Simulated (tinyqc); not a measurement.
Non-radiative capture by multiphonon emission, one effective mode. Changing the Huang-Rhys factor S. Computed by tinyqc, a small Python program. Command: `OMP_NUM_THREADS=1 python tinyqc.py 3004988 3004989 out.jsonl capture sweep`. One thread of a shared host (Intel(R) Xeon(R) Processor @ 2.30GHz), about 0.03 s of CPU time with the checks.

The initial state (free carrier plus empty centre) lies dE above the final state; both have the same frequency and are displaced by dQ.

Inputs (values chosen for the exercise, with mass, screening and phonons like those of ZnO):

| quantity | value | unit |
|---|---|---|
| energy released dE | 1.3 | eV |
| phonon energy hbar omega | 54.2 | meV |
| electron-phonon coupling W | 0.0036 | eV/(u^(1/2) angstrom) |
| cell volume V | 1680 | angstrom^3 |
| degeneracy g | 2 | - |
| broadening b | 30 | meV |
| carrier mass m | 0.264 | m_0 |
| dielectric constant eps | 8.09 | - |
| temperature T | 77 | K |
| defect density N_t | 1e+13 | cm^-3 |

Centre: repulsive.

Constants: hbar^2/u = 4.18015928e-03 eV angstrom^2; k_B = 8.617333262e-05 eV/K; hbar = 6.582119569e-16 eV s; Ry = 13.605693123 eV; k_B = 1.380649e-23 J/K; m_0 = 9.1093837015e-31 kg.

Method:
- dQ = sqrt(2 S (hbar^2/u)/hbar omega); relaxation energy lambda = S hbar omega; phonons needed P = dE/hbar omega; classical barrier E_b = (dE - lambda)^2/(4 lambda); occupation n = 1/(exp(hbar omega/k_B T) - 1).
- Huang-Rhys weight for a net emission of p phonons: L_p = exp(-S (2n + 1)) ((n + 1)/n)^(p/2) I_p(2 S sqrt(n (n + 1))), I_p the modified Bessel function.
- M_p = sum_m w_m <m_i|Q|(m + p)_f>^2 with Q counted from the final minimum and Boltzmann weights w_m for m = 0..24; <m_i|Q|k_f> = sqrt((hbar^2/u)/(2 hbar omega)) [sqrt(k) <m|k-1> + sqrt(k+1) <m|k+1>], with overlaps of oscillators displaced by d = sqrt(2 S) summed on 1500 points from -16 to 16 + d.
- The delta function is a Gaussian of standard deviation b at dE - p hbar omega.
- C_0 = V (2 pi/hbar) g W^2 sum_p M_p Gaussian_p. The sum runs over the seven p from round(P) - 3 to round(P) + 3; 1 angstrom^3 = 1e-24 cm^3.
- Sommerfeld factor of a repulsive centre: s(k) = 2 pi nu/(exp(2 pi nu) - 1), nu = sqrt(Ry*/E), Ry* = Ry m/eps^2, averaged over (2/sqrt(pi)) sqrt(x) exp(-x) dx with x = E/k_B T = t^2 (trapezoid, t to 6 in steps of 0.01).
- C = s C_0; v = sqrt(3 k_B T/m); sigma = C/v; tau = 1/(C N_t).

One run for each value:

| Huang-Rhys factor S | capture coefficient C (cm^3/s) | classical barrier E_b (eV) | dQ (u^(1/2) angstrom) |
|---|---|---|---|
| 5.8 | 1.2496e-19 | 7.7259e-01 | 0.9459 |
| 7.1 | 3.5897e-18 | 5.4412e-01 | 1.0465 |
| 8.7 | 8.0305e-17 | 3.6389e-01 | 1.1584 |
| 11.0 | 1.9106e-15 | 2.0770e-01 | 1.3026 |
| 13.0 | 1.3022e-14 | 1.2578e-01 | 1.4161 |
| 16.0 | 8.7083e-14 | 5.4000e-02 | 1.5710 |
| 20.0 | 3.2040e-13 | 1.0760e-02 | 1.7564 |
| 24.0 | 4.5983e-13 | 1.2300e-07 | 1.9241 |
| 30.0 | 2.4570e-13 | 1.6340e-02 | 2.1512 |

Describe and explain the trends.

Over the rows, capture coefficient C (cm^3/s) goes from 1.25e-19 through a maximum among these rows, 4.60e-13 at 24.0, to 2.46e-13; classical barrier E_b (eV) goes from 0.773 through a minimum among these rows, 1.23e-7 at 24.0, to 0.0163; dQ (u^(1/2) angstrom) rises from 0.946 to 2.15 (exponent d ln y / d ln x about 0.50 throughout). The barrier vanishes where S equals the number of phonons needed, dE/hbar omega = 24.0.

Extremes, crossings and ranges named in words are read from the listed rows.
